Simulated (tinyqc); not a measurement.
## Minority carriers and saturation current of a heavily doped emitter: effect of temperature on the narrowing factor

n-type, parabolic bands, full ionisation. eta = (EF - Ec)/kB T solves N = Nc F12(eta), F12(x) = (2/sqrt(pi)) int_0^infinity sqrt(u)/(1 + exp(u - x)) du. The gap shrinks rigidly by dEg = a3 y^(1/3) + a4 y^(1/4) + a2 y^(1/2), y = N/1e18 cm^-3, an empirical law that is here taken as the true narrowing.

Nc is given at 250 K and scales as T^1.5; dEg is held. The factor nie^2/ni^2 = exp(dEg/kB T) g, g = F12(eta) exp(-eta), divides the current gain of a transistor with this emitter.

Values chosen for this exercise; band and dielectric values close to those of silicon: conduction-band density of states at 250 K Nc = 2.14e19 cm^-3; ionised donor density N = 3.6e19 cm^-3; coefficient of (N/1e18)^(1/3) a3 = 17.5 meV; coefficient of (N/1e18)^(1/4) a4 = 3.3 meV; coefficient of (N/1e18)^(1/2) a2 = 3.2 meV.

Constants: q = 1.602176634e-19 C, kB = 1.380649e-23 J/K, Vt = kB T/q. Results are converted to the units shown.

Result of one run:

| eta | g | nie^2/ni^2 | its logarithm |
|---|---|---|---|
| 1.102 | 0.5591 | 29.00 | 3.367 |

Which temperature T gave this result: 200, 250, 350 or 400 K?

T = 250 K.

The whole series:

| T (K) | eta | g | nie^2/ni^2 | its logarithm |
|---|---|---|---|---|
| 150 | 2.508 | 0.2949 | 212.7 | 5.360 |
| 200 | 1.660 | 0.4468 | 62.19 | 4.130 |
| 250 | 1.102 | 0.5591 | 29.00 | 3.367 |
| 300 | 0.6913 | 0.6411 | 17.22 | 2.846 |
| 350 | 0.3695 | 0.7018 | 11.78 | 2.466 |
| 400 | 0.1057 | 0.7479 | 8.823 | 2.177 |
| 450 | -0.1176 | 0.7835 | 7.027 | 1.950 |

The factor falls from 213 to 7.03. Its slope against q/kB T is 63.6 meV between the first two rows and 70.6 meV between the last two, against dEg = 85.1 meV: degeneracy takes back part of the narrowing. The factor grows on cooling, so the current gain of such a transistor falls.

Range of the model: Band tails, non-parabolic bands and incomplete ionisation are left out.

Computed by the program tinyqc: `OMP_NUM_THREADS=1 python tinyqc.py 2330111 2330112 out.jsonl`, one thread of a shared Intel Xeon 2.30GHz, about 0.01 s for the whole run.
